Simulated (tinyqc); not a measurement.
Stillinger-Weber potential for a tetrahedral semiconductor: one step, computed by the program tinyqc. Command: `OMP_NUM_THREADS=1 python tinyqc.py 3026787 3026788 out.jsonl swsi walk`. One thread of a shared host (Intel(R) Xeon(R) Processor @ 2.30GHz), about 0.03 s of CPU time with the checks.

With x = r/sigma: pair term eps A (B x^-4 - 1) exp(1/(x - a)); for each pair of neighbours j, k of atom i, three-body term eps lambda exp(gamma/(x_ij - a) + gamma/(x_ik - a)) (cos theta_jik + 1/3)^2; both vanish beyond x = a. A = 7.049556277, B = 0.6022245584, a = 1.8.

Problem. A trimer. Atom 1 binds atoms 2 and 3 at the angle theta; the third side follows from the cosine rule. Sum the three pair terms and the three-body terms centred on each atom.

Inputs (values chosen for the exercise, modelled on silicon):

| quantity | value | unit |
|---|---|---|
| energy scale eps | 2.269 | eV |
| length scale sigma | 2.103 | angstrom |
| three-body strength lambda | 18.7 | - |
| gamma | 1.1 | - |
| bond 1 of the trimer | 2.45 | angstrom |
| bond 2 of the trimer | 2.33 | angstrom |
| angle of the trimer theta | 91.6 | degrees |

Give: distance 2-3; pair terms; three-body term at atom 1; three-body terms at atoms 2 and 3; energy of the trimer.

Solution.

distance 2-3 = 3.428 angstrom

pair terms (eV): 1-2 -2.229, 1-3 -2.264, 2-3 -0.041

three-body term at atom 1 = 0.1428 eV

three-body terms at atoms 2 and 3 = 0.02755 eV

energy of the trimer = -4.363 eV

The cut-off is 3.785 angstrom, so atoms 2 and 3 interact directly.
